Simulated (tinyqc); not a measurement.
Born-Mayer model of an ionic crystal AB: one step, computed by the program tinyqc. Command: `OMP_NUM_THREADS=1 python tinyqc.py 3029227 3029228 out.jsonl bornmayer walk`. One thread of a shared host (Intel(R) Xeon(R) Processor @ 2.30GHz), about 0.01 s of CPU time with the checks.

Energies are per ion pair and r is the nearest distance of unlike ions.

Problem. Under pressure. Madelung constant M, unlike neighbours z1, like neighbours z2 at f r, volume per pair: rock salt 1.747565, 6, 12, sqrt2, 2 r^3; caesium chloride 1.762675, 8, 6, 2/sqrt3, 8 r^3/(3 sqrt3); zinc blende 1.638055, 4, 12, sqrt(8/3), 16 r^3/(3 sqrt3). U(r) = -M z^2 e^2/(4 pi eps_0 r) + z1 lambda exp(-r/rho). With the volume written as c r^3, under pressure take the root at the minimum of the enthalpy and solve U'(r) + 3 c r^2 P = 0; H = U + P V; B = (U'' - 2 U'/r)/(9 c r).

Inputs (values chosen for the exercise, for a model salt): ionic charge z = 2; unlike repulsion lambda = 3840 eV; range rho = 0.302 angstrom; pressure P = 20 GPa.

Structure: caesium chloride. Short range: nearest neighbours only.

Constants: e^2/(4 pi eps_0) = 14.39964548 eV angstrom; 1 eV/angstrom^3 = 160.2176634 GPa.

Give: distance at P; volume at P; enthalpy at P; bulk modulus at P.

Solution.

distance at P = 2.593 angstrom

volume at P = 26.85 angstrom^3

enthalpy at P = -30.07 eV per pair

bulk modulus at P = 241.6 GPa
